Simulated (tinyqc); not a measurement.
# From emission rate e back to trap depth E_t

Model: deep-level transient spectroscopy (DLTS) of one majority-carrier trap. Computed by tinyqc, a small Python program. Command: `OMP_NUM_THREADS=1 python tinyqc.py 3020727 3020728 out.jsonl dlts inv`. One thread of a shared host (Intel(R) Xeon(R) Processor @ 2.30GHz), about 0.03 s of CPU time with the checks.

A filling pulse loads the traps in a one-sided junction; under reverse bias they empty at the rate e, and the capacitance relaxes as C(t) = C_0 - dC exp(-e t). The signal is S = [C(t_2) - C(t_1)]/dC.

Inputs (values chosen for the exercise, with mass and screening modelled on germanium): density-of-states mass m = 0.214 m_0; valleys M = 4; cross-section sigma_0 = 3.8e-14 cm^2; degeneracy ratio g = 1; temperature T = 133 K; dielectric constant eps = 15.9; mean field F = 74000 V/cm.

Carriers: electrons. Extra term: Poole-Frenkel lowering.

Constants: k_B = 8.617333262e-05 eV/K; k_B = 1.380649e-23 J/K; m_0 = 9.1093837015e-31 kg; h = 6.62607015e-34 J s; e = 1.602176634e-19 C; eps_0 = 8.8541878128e-12 F/m.

Method. e = g sigma v N_b exp(-E/k_B T), v = sqrt(3 k_B T/m), N_b = 2 M (2 pi m k_B T/h^2)^(3/2), sigma = sigma_0, E = E_t - dE with the one-dimensional Poole-Frenkel lowering dE = sqrt(e^3 F/(pi eps eps_0)), F being held as an input apart from the bias (the centre is charged when empty).

Question. A run gave the result below. Find the trap depth E_t, known to lie between 0.14 and 0.25 eV.

emission rate e = 4.150776e+06 1/s

Answer.

Each step takes the trial c = (a f_b - b f_a)/(f_b - f_a), f being the result less the target and a, b, c the logarithms of the listed values; c replaces end b, the old b replaces a if the sign of f changed, and otherwise f_a is halved.

Scan of the range:
```
trap depth E_t (eV)  emission rate e (1/s)
0.140                          8.50367e+08
0.154                          2.50671e+08
0.170                          6.20604e+07
0.187                          1.40810e+07
0.206                          2.68327e+06
0.227                          4.29447e+05
0.250                          5.77257e+04
```

False position (Illinois rule, in the logarithm of the input) inside the bracket:
```
step     end a     end b     trial  emission rate e (1/s)
1     0.187000  0.206000  0.203449            3.35210e+06
2     0.187000  0.203449  0.201086            4.11962e+06
3     0.187000  0.201086  0.200905            4.18517e+06
4     0.201086  0.200905  0.201000            4.15065e+06
5     0.200905  0.201000  0.201000            4.15078e+06
6     0.200905  0.201000  0.201000            4.15078e+06
7     0.201000  0.201000  0.201000            4.15078e+06
```

Emission rate e falls at every point of a 13-point scan of the range (every second point is shown), so one value fits; it is bracketed by 0.187 and 0.206. Answer: trap depth E_t = 0.2010 eV.
